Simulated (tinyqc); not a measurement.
Inside a calculation. Model: tunnelling through a gate dielectric, WKB transmission and Tsu-Esaki current.

Numbers from tinyqc (`OMP_NUM_THREADS=1 python tinyqc.py 2540121 2540122 out.jsonl`; about 0.03 s on one thread of a shared Intel Xeon 2.30GHz). Printed values are rounded.

Electrons leave the emitter at x = 0. Energies E (motion across the layers) are in eV from the emitter Fermi level; the collector Fermi level lies at -V and offers states at every E. No charge in the dielectric and no image force: F1 = V/t1, U = phi1 - F1 x. With C = hbar^2/(2 m0), kappa = sqrt(m (U - E)/C) where U > E and 0 elsewhere; T(E) = exp(-S), S = 2 times the integral of kappa over x.

Inputs (values chosen for the exercise); dielectric values close to those of silicon dioxide:
```
symbol,value,unit,meaning
T,300,K,temperature
Ef,3.2,eV,Fermi energy of the emitter above its band bottom
me,0.79,m0,emitter mass in the supply function
phi1,3.14,eV,barrier of layer 1 above the emitter Fermi level at zero bias
m1,0.48,m0,tunnelling mass of layer 1
t1,6.6,nm,thickness of layer 1
V,4.2,V,voltage across the dielectric
E,0,eV,energy of the electron followed
nc,7,,cells in each layer
Ea,-0.35,eV,lower end of the energy grid
Eb,0.48,eV,upper end of the energy grid
nE,11,,points of the energy grid
```

Constants: q = 1.602176634e-19 C, kB = 1.380649e-23 J/K, hbar = 1.054571817e-34 J s, m0 = 9.1093837015e-31 kg, Vt = kB T/q, hbar^2/(2 m0) = 0.0380998212 eV nm^2. Results are converted to the units shown.

## Fields and band edges

F1 = V/t1, U = phi1 - F1 x.

F1 = 6.36364 MV/cm
U at x = t1 = -1.06 eV

## WKB exponent by the midpoint rule

Cut each layer into nc equal cells, take U and kappa at the cell centres, and sum S = 2 sum kappa h.

| cell | x (nm) | U (eV) | kappa (1/nm) |
|---|---|---|---|
| 0 | 0.47143 | 2.84000 | 5.98161 |
| 1 | 1.41429 | 2.24000 | 5.31231 |
| 2 | 2.35714 | 1.64000 | 4.54549 |
| 3 | 3.30000 | 1.04000 | 3.61973 |
| 4 | 4.24286 | 0.44000 | 2.35443 |
| 5 | 5.18571 | -0.16000 | 0.00000 |
| 6 | 6.12857 | -0.76000 | 0.00000 |

S = 41.1342
T(E) = 1.36666e-18

## WKB exponent in closed form

Each layer adds (2/F) sqrt(m/C) [G(u at its left edge) - G(u at its right edge)] to S, with u = U - E (0 where negative) and G(u) = (2/3) u^1.5. The slope follows from 1/d = -dS/dE.

S = 41.3797
T(E) = 1.06915e-18
energy d over which T(E) grows by a factor e = 0.050588 eV

The midpoint rule gives S = 41.134, so its T(E) is 28 % above this value. The band edge of layer 1 drops below E inside the layer: the barrier there is triangular (the Fowler-Nordheim case).

## Current density on a coarse energy grid

J = J0 times the integral of T(E) N(E) dE, N = ln[(1 + exp(-E/Vt))/(1 + exp((-E - V)/Vt))], J0 = q^2 me m0 kB T/(2 pi^2 hbar^3) (times 1e-4 for A/cm^2 per eV), by Simpson's rule on nE equally spaced points from Ea to Eb.

| point | E (eV) | T(E) | N | T(E) N |
|---|---|---|---|---|
| 0 | -0.350000 | 8.75193e-22 | 13.5386 | 1.18489e-20 |
| 1 | -0.267000 | 4.88456e-21 | 10.3281 | 5.04480e-20 |
| 2 | -0.184000 | 2.66997e-20 | 7.11825 | 1.90055e-19 |
| 3 | -0.101000 | 1.42900e-19 | 3.92676 | 5.61134e-19 |
| 4 | -0.018000 | 7.48669e-19 | 1.10070 | 8.24057e-19 |
| 5 | 0.065000 | 3.83845e-18 | 0.0778112 | 2.98674e-19 |
| 6 | 0.148000 | 1.92533e-17 | 0.00325838 | 6.27346e-20 |
| 7 | 0.231000 | 9.44511e-17 | 1.31626e-4 | 1.24322e-20 |
| 8 | 0.314000 | 4.53027e-16 | 5.30922e-6 | 2.40522e-21 |
| 9 | 0.397000 | 2.12380e-15 | 2.14138e-7 | 4.54786e-22 |
| 10 | 0.480000 | 9.72807e-15 | 8.63684e-9 | 8.40198e-23 |

J0 = 3.30509e8 A/(cm^2 eV)
J = 5.36118e-11 A/cm^2

The integrand peaks at E = -0.0180 eV among these points. A converged quadrature from -Ef to above the barrier gives 5.522e-11 A/cm^2; this grid is 2.9 % below that.
